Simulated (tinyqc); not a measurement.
Silicon n-p-n transistor, Gummel numbers and transit times: one step of the calculation.

One-dimensional n-p-n transistor in the forward active mode at low injection. In the base p(x) = NB exp(-eta x/wb) and ni(x)^2 = ni^2 exp((g0 + g1 x/wb)/Vt); electrons leave the base at vsat; band spikes at the emitter junction and recombination inside the emitter are ignored.

Task. Base Gummel number and transit time. f(x) = p(x) ni^2/ni(x)^2; I(x) = integral from x to wb of f/Dn, plus f(wb)/vsat; base Gummel number GB = I(0); electron density per unit flux n/(J/q) = I/f; base transit time tauB = integral of I/f over the base. Trapezoid rule on 11 equal steps.

Values chosen for this exercise; band and dielectric values close to those of silicon: temperature T = 300 K; saturation velocity vsat = 1e7 cm/s; neutral base width wb = 290 nm; base doping at the emitter edge NB = 2.5e18 cm^-3; doping falls as exp(-eta x/wb) eta = 1.1; gap reduction at the emitter edge of the base g0 = 0 eV; further gap reduction across the base (linear) g1 = 0 eV; electron diffusion coefficient in the base Dn = 9.6 cm^2/s.

Constants: q = 1.602176634e-19 C, kB = 1.380649e-23 J/K, Vt = kB T/q. Results are converted to the units shown.

Give: x; f; I; I/f; GB; tauB.

Result.

```
point	x (nm)	f (cm^-3)	I (s/cm^4)	I/f (s/cm)
0	0.00	2.5000e18	4.6672e12	1.8669e-6
1	26.36	2.2621e18	4.0133e12	1.7742e-6
2	52.73	2.0468e18	3.4217e12	1.6717e-6
3	79.09	1.8520e18	2.8863e12	1.5585e-6
4	105.45	1.6758e18	2.4019e12	1.4333e-6
5	131.82	1.5163e18	1.9636e12	1.2950e-6
6	158.18	1.3720e18	1.5670e12	1.1421e-6
7	184.55	1.2415e18	1.2081e12	9.7316e-7
8	210.91	1.1233e18	8.8343e11	7.8644e-7
9	237.27	1.0164e18	5.8962e11	5.8009e-7
10	263.64	9.1970e17	3.2377e11	3.5204e-7
11	290.00	8.3218e17	8.3218e10	1.0000e-7
```

GB = 4.6672e12 s/cm^4
tauB = 33.086 ps

Range of the model: Heavy doping makes emitter or base degenerate; gE and g0 are to be read as apparent gap changes that include this.

tinyqc, about 0.01 s, one thread, Intel Xeon 2.30GHz (shared host): `OMP_NUM_THREADS=1 python tinyqc.py 2320115 2320116 out.jsonl`
